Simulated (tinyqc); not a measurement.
UHF in the sto-3g basis, for BeH+, spin multiplicity 1, step by step. This run ends on a higher stationary point, not on the lowest solution. Computed by tinyqc, a small Python program that keeps every step (integrals from PySCF). Settings: charge = 1, multiplicity = 1, basis = sto-3g, energy threshold = 1e-10, iteration cap = 53, orthogonalisation = canonical, start = core, DIIS depth = 4, method = UHF, break = 0.7. Command: `OMP_NUM_THREADS=1 python tinyqc.py 21502 21503 out.jsonl` (the two numbers bound the seeds that draw the settings). One thread of a shared host (Intel(R) Xeon(R) Processor @ 2.60GHz), about 0.2 s of CPU time with the checks.

Geometry (angstrom):

| atom | x | y | z |
|---|---|---|---|
| Be | 0.00000 | 0.00000 | 0.00000 |
| H | 0.00000 | 0.00000 | 1.85000 |

Stop when the energy changes by less than 1e-10 hartree and every element of the error matrix X^T (F D S - S D F) X (for each spin) is below 3e-06.

Course of the cycle:

| iteration | E (hartree) | change | largest element of the error matrix |
|---|---|---|---|
| 1 | -14.2802405 | - | 1.30e-01 |
| 2 | -14.5578536 | -2.78e-01 | 5.75e-02 |
| 3 | -14.5868220 | -2.90e-02 | 3.08e-02 |
| 4 | -14.6034862 | -1.67e-02 | 9.48e-03 |
| 5 | -14.6048222 | -1.34e-03 | 5.02e-03 |
| 6 | -14.6054239 | -6.02e-04 | 8.72e-04 |
| 7 | -14.6054405 | -1.66e-05 | 1.31e-04 |
| 8 | -14.6054411 | -5.25e-07 | 2.35e-05 |
| 9 | -14.6054411 | -3.44e-09 | 3.60e-06 |
| 10 | -14.6054411 | -3.10e-10 | 1.56e-06 |
| 11 | -14.6054411 | -5.71e-11 | 6.76e-09 |

Can the last value be used, and what does the course show?

No, though the log alone does not show it. Converged in 11 iterations. But the solution lies 0.00860 hartree above the reference: it is another stationary point, not the lowest one. Reruns (cap 100 unless said): DIIS 8: converged in 11 to a higher stationary point; damping 0.5: converged in 76 to a higher stationary point; level shift 0.5: converged in 75 to a higher stationary point; atomic densities as start, DIIS 8: converged in 9 to a higher stationary point. PySCF UHF in the same basis, after a stability check = -14.6140423 hartree.
